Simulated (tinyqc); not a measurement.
# Threshold-voltage variability of a planar MOSFET, analytic estimates: effect of the gate width

Three independent sources add in quadrature: random dopants in the depleted layer, metal-gate grains of two orientations, and roughness of the two gate edges acting through the roll-off VT = VT(long) - Vr exp(-L/l). These are first-order estimates: no three-dimensional electrostatics, no percolation.

ni = sqrt(Nc Nv) exp(-Eg/(2 Vt)), Eg in volts; Cox = 3.9 eps0/ti; Wd = sqrt(4 eps0 eps_r Vt ln(Na/ni)/(q Na)); dopants: s1 = (q/Cox) sqrt(Na Wd/(3 L W)). Grains: Ng = L W/G^2 (at least 1), s2 = dW sqrt(p (1 - p)/Ng). Edges, with exponential correlation and u = W/La: the mean gate length has sL^2 = 2 De^2 (2/u)[1 - (1 - exp(-u))/u]; s3 = sL (Vr/l) exp(-L/l). s = sqrt(s1^2 + s2^2 + s3^2). l and Vr are held fixed.

Parameters, values chosen for the exercise; material values close to those of silicon:
- T = 325 K (temperature)
- Eg = 1.14 eV (band gap)
- eps_r = 11.7 (relative permittivity of the semiconductor)
- Nc = 3.11e19 cm^-3 (conduction-band density of states at T)
- Nv = 2.93e19 cm^-3 (valence-band density of states at T)
- Na = 5.1e18 cm^-3 (channel doping)
- ti = 2.2 nm (oxide-equivalent thickness in inversion)
- L = 65 nm (gate length)
- G = 10 nm (metal grain size)
- dW = 0.2 eV (work-function difference of the two grain orientations)
- p = 0.3 (share of the orientation of higher work function)
- De = 1.6 nm (rms roughness of one gate edge)
- La = 30 nm (correlation length of the roughness)
- l = 12 nm (decay length of the threshold roll-off)
- Vr = 1.2 V (prefactor of the roll-off)

Constants: q = 1.602176634e-19 C, kB = 1.380649e-23 J/K, Vt = kB T/q, eps0 = 8.8541878128e-14 F/cm where lengths are in cm. Results are converted to the units shown.

Results:
```
W (nm)  s1 (mV)  s2 (mV)  s3 (mV)  s (mV)  s sqrt(L W) (mV um)
60        27.16    14.68   0.7573   30.88                1.929
98        21.25    11.48   0.6606   24.16                1.929
260       13.05    7.050   0.4541   14.84                1.929
420       10.27    5.547   0.3661   11.67                1.929
680       8.068    4.359   0.2919   9.175                1.929
1100      6.343    3.428   0.2315   7.214                1.929
1800      4.959    2.679   0.1820   5.639                1.929
```

Estimate the missing row, W = 160 nm.

Computed row:
```
W (nm)  s1 (mV)  s2 (mV)  s3 (mV)  s (mV)  s sqrt(L W) (mV um)
160       16.63    8.987   0.5551   18.91                1.929
```

With this row back in the table: As W goes from 60 to 1800 nm, s falls from 30.9 to 5.64 mV. The dopants are the largest source in the first and the last row. The product s sqrt(L W) stays near 1.93 mV um: s1 and s2 count independent dopants and grains, so they go as 1/sqrt(L W), and s3 is too small to matter.

tinyqc, about 0.01 s, one thread, Intel Xeon 2.30GHz (shared host): `OMP_NUM_THREADS=1 python tinyqc.py 2090090 2090091 out.jsonl`
